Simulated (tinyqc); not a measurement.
Inside a calculation. Model: polytypes and stacking faults of a tetrahedral semiconductor in an axial Ising model with couplings up to third neighbours. Computed by tinyqc, a small Python program that keeps every step. Command: `OMP_NUM_THREADS=1 python tinyqc.py 3005323 3005324 out.jsonl polytype walk`. One thread of a shared host (Intel(R) Xeon(R) Processor @ 2.30GHz), about 0.01 s of CPU time with the checks. Intermediate numbers are printed to about 5 digits and carried at full precision; extremes and crossings named in words are read from the listed rows.

Each double layer has s = +1 or -1 for the sense of its stacking step; E per pair of atoms = E0 - sum_n J_n <s_i s_(i+n)>, n = 1, 2, 3. Hexagonality h = (1 - <s_i s_(i+1)>)/2.

Inputs (values chosen for the exercise, for a model crystal):
```
quantity                                    value      unit
J1                                          0.941  meV/pair
J2                                          -1.88  meV/pair
J3                                           -0.4  meV/pair
basal lattice constant a                     3.08  angstrom
shear modulus G                               183       GPa
Poisson ratio nu                             0.19         -
gap of 3C                                    2.39        eV
gap of 4H                                    3.26        eV
binding energy of the fault level E_b        0.28        eV
in-plane mass m                              0.49        m0
effective density of states N_c at 300 K  2.6e+19    1/cm^3
electron density n                        1.7e+16    1/cm^3
temperature T                                1300         K
```

Host polytype: 4H.

Constants: 1 eV/angstrom^2 = 16.02176634 J/m^2; m_0 = 9.1093837015e-31 kg; hbar = 1.054571817e-34 J s; k_B = 1.380649e-23 J/K; k_B = 8.617333262e-05 eV/K.

## Energies of the polytypes

correlations of the repeat units 3C (+), 2H (+-), 4H (++--), 6H (+++---), 15R (+++--), 8H (++++----), 21R (++++---), 9R (++-):
```
       n = 1    n = 2    n = 3
3C    1.0000   1.0000   1.0000
2H   -1.0000   1.0000  -1.0000
4H    0.0000  -1.0000   0.0000
6H    0.3333  -0.3333  -1.0000
15R   0.2000  -0.6000  -0.6000
8H    0.5000   0.0000  -0.5000
21R   0.4286  -0.1429  -0.7143
9R   -0.3333  -0.3333   1.0000
```

E - E(3C) = sum_n J_n (1 - C_n), C_n = <s_i s_(i+n)>. The gap is taken linear in h between 3C (h = 0) and 4H (h = 1/2), a rough rule, with a dash beyond.

Polytypes:
```
polytype       h  E - E(3C) (meV/pair)  gap by the linear rule (eV)
3C        0.0000                0.0000                       2.3900
2H        1.0000                1.0820                            -
4H        0.5000               -3.2190                       3.2600
6H        0.3333               -2.6793                       2.9700
15R       0.4000               -2.8952                       3.0860
8H        0.2500               -2.0095                       2.8250
21R       0.2857               -2.2966                       2.8871
9R        0.6667               -1.2520                            -
```

E(2H) - E(3C) = 1.082 meV/pair

E(4H) - E(3C) = -3.219 meV/pair

E(6H) - E(3C) = -2.6793 meV/pair

The lowest is 4H, 0.324 meV/pair below 15R. J1/|J2| = 0.50: for J3 = 0 and J2 < 0 the ground state is 2H below -2, 4H between -2 and 2, and 3C above 2; at 2 itself all periods with bands of two or more layers are degenerate. Four or more polytypes lie within 1.5 meV/pair, so small a spread that growth kinetics and seeds can decide.

## Back from three energies to J1, J2, J3

With d2, d4, d6 the energies of 2H, 4H, 6H over 3C: d2 = 2 J1 + 2 J3, d4 = J1 + 2 J2 + J3, d6 = (2/3) J1 + (4/3) J2 + 2 J3, so J2 = (d4 - d2/2)/2, J3 = (3/4)(d6 - (2/3) d4), J1 = d2/2 - J3.

J1 recovered = 0.94100 meV/pair

J2 recovered = -1.88 meV/pair

J3 recovered = -0.40000 meV/pair

## Stacking-fault energies

fault coefficients k_n:
```
                      J1  J2  J3
single Shockley (31)   0  -4   0
double Shockley (62)  -4  -8   0
Frank-type (32)       -1  -2   3
```

Faults in 4H: the sequences single Shockley (31) (+++-), double Shockley (62) (++++++--), Frank-type (32) (+++--) are put between perfect repeats; k_n = (layers x C_n of the host) - sum_i s_i s_(i+n). gamma = sum k_n J_n/A, A = (sqrt 3/2) a^2; 1 meV/angstrom^2 = 16.02177 mJ/m^2.

gamma (mJ/m^2): single Shockley (31) 14.665, double Shockley (62) 21.990, Frank-type (32) 3.157

energy of the glide fault, single Shockley (31) = 14.665 mJ/m^2

The cheapest is the Frank-type (32) fault.

## Splitting of a basal screw dislocation

Screw line, bounded by the single Shockley (31) fault of energy gamma: b = a, partials b_p = a/sqrt 3; d = G b_p^2 (2 - 3 nu)/(8 pi gamma (1 - nu)). One partial is driven off by the shear stress gamma/b_p along its Burgers vector.

splitting width d = 27.717 nm

stress to open the fault = 82.472 MPa

## Electronic energy gained by the fault

The fault binds electrons in a two-dimensional band E_b below the conduction edge, g2 = m m0/(pi hbar^2) for one valley. With the Fermi level held by the bulk, eta = ln[n/N_c(T)], N_c(T) = N_c (T/300)^1.5, the grand potential falls by g2 (k_B T)^2 F1(x), x = eta + E_b/(k_B T), F1(x) = integral from 0 to infinity of ln(1 + exp(x - t)) dt; sheet density g2 k_B T ln(1 + e^x). Band bending by the trapped charge is left out, so the gain is an upper bound. Net fault energy = gamma of the single Shockley (31) fault less the electronic gain.

x = -7.0327

sheet density = 2.0228e+10 1/cm^2

electronic gain = 0.0036314 mJ/m^2

net fault energy = 14.662 mJ/m^2

The gain offsets 0.025 % of the fault energy.

## Gain against electron density

The formulas are those given above.

At T:
```
n (1/cm^3)            x  sheet density (1/cm^2)  gain (mJ/m^2)  gain/gamma  gain/gamma at T + 200 K
1.00e+14    -1.2169e+01              1.1904e+08     2.1366e-05  1.4569e-06               1.1214e-06
1.00e+15    -9.8659e+00              1.1904e+09     2.1366e-04  1.4569e-05               1.1214e-05
1.00e+16    -7.5633e+00              1.1901e+10     2.1363e-03  1.4567e-04               1.1213e-04
1.00e+17    -5.2608e+00              1.1873e+11     2.1338e-02  1.4550e-03               1.1206e-03
1.00e+18    -2.9582e+00              1.1605e+12     2.1095e-01  1.4384e-02               1.1131e-02
5.00e+18    -1.3487e+00              5.2916e+12     1.0060e+00  6.8594e-02               5.4097e-02
2.00e+19     3.7565e-02              1.6329e+13     3.4936e+00  2.3822e-01               1.9740e-01
```

For x well below 0 the gain is k_B T times the sheet density and linear in n; for x well above 0 the well fills and the gain grows only about as x^2. It stays below the fault energy in all rows; 200 K more changes it by a factor 0.77 at 1e16.

Checks made by the program: the recovered constants (relative difference below 1e-10).
